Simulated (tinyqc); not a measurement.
Band folding and unfolding in a supercell of a chain: sweeps and comparisons. A value that a table varies takes the place of the one given here.

A chain with hopping -t and n = 4 sites a supercell. H(K) has v_j on the diagonal, -t between neighbours and -t exp(2 pi i K) on the bond that closes the cell (from the last site to the first of the next cell). The point K holds the n wave vectors k_m = (K + m)/n of the primitive zone, in 2 pi/a, m = 0 to n - 1, with E0 = -2t cos(2 pi k_m). The unfolding weight of a state c on k_m is |sum_j c_j exp(-2 pi i k_m j)|^2/n, j = 0 to n - 1.

Inputs chosen for the exercise: t = 0.83 eV (hopping); v = (0.09, -0.09, -0.09, -0.09) eV (site energies in the supercell); Kq = 0.26 2 pi/(n a) (wave vector in the small zone).

## Minigaps against first-order theory

Gap i lies between minibands i and i + 1, at K = 1/2 for odd i and K = 0 for even i, where k = +/- i/(2n) are degenerate; first order gives 2|V_i|, the Fourier component V_q = (1/n) sum_j v_j exp(-2 pi i q j/n) for q equal to the number of the gap. Computed for the potential at full and at half strength.

Gaps (eV):

| i | E0 at the crossing | 2\|V_i\| | gap | gap at half strength |
|---|---|---|---|---|
| 1 | -1.1738 | 0.0900 | 0.0866 | 0.0441 |
| 2 | 0.0000 | 0.0900 | 0.0897 | 0.0450 |
| 3 | 1.1738 | 0.0900 | 0.0934 | 0.0459 |

What can be read from the table?

Halving the potential about halves gaps 1, 2 and 3, the scaling of first order. The largest miss of first order is 3 meV, at i = 1 and 3; the potential spans 0.22 t.

## From folded lines to real minibands

The potential is scaled by x. For the lowest level at K: energy, second-order estimate E0(k_0) + x V_0 - x^2 sum_m |V_m|^2/(E0(k_m) - E0(k_0)), weight on k_0, and width of the lowest miniband between K = 0 and 1/2.

Lowest level:

| x | E (eV) | second order (eV) | weight on k_0 | miniband width (eV) |
|---|---|---|---|---|
| 0.00 | -1.5235 | -1.5235 | 1.000 | 0.4862 |
| 0.25 | -1.5350 | -1.5350 | 1.000 | 0.4751 |
| 0.50 | -1.5469 | -1.5470 | 0.999 | 0.4644 |
| 1.00 | -1.5722 | -1.5724 | 0.997 | 0.4441 |
| 1.50 | -1.5992 | -1.5998 | 0.993 | 0.4251 |
| 2.00 | -1.6277 | -1.6292 | 0.989 | 0.4074 |
| 3.00 | -1.6887 | -1.6939 | 0.978 | 0.3752 |
| 4.00 | -1.7544 | -1.7664 | 0.965 | 0.3470 |

What can be read from the table?

Second order is -0.2 meV off at x = 1 and -5 meV at x = 3. The weight on the parent k falls to 1.00 at x = 1 and 0.96 at x = 4, and the miniband narrows from 0.486 to 0.347 eV as the state gathers on the low sites. While the weight stays near one the primitive band is still the right picture and the folded copies carry little spectral weight.

## What each change does

The two lowest levels at K and the weight of the lowest on k_0. Each row changes one parameter from the base and keeps the others.

Results:

| case | level 1 (eV) | level 2 (eV) | weight |
|---|---|---|---|
| base | -1.5722 | -0.7046 | 0.9969 |
| t = 0.913 eV | -1.7242 | -0.7705 | 0.9974 |
| v = (-0.09, 0.09, 0.09, 0.09) eV | -1.4826 | -0.6142 | 0.9964 |
| Kq = 0.37 2 pi/(n a) | -1.4379 | -0.9545 | 0.9914 |

What does this show?

The largest shifts from the base row, up to three for each result and ties (the steps differ in size, so this ranks the rows, not the parameters). level 1 (eV): t -0.1520, Kq +0.1343, v +0.0896. level 2 (eV): Kq -0.2499, v +0.0904, t -0.0659. weight: Kq -0.0056, v -0.0006, t +0.0005.

Run: tinyqc, `OMP_NUM_THREADS=1 python tinyqc.py 1452174 1452175 out.jsonl`; Intel(R) Xeon(R) Processor @ 2.30GHz, one thread, shared host; about 0.01 s of CPU time with all checks.
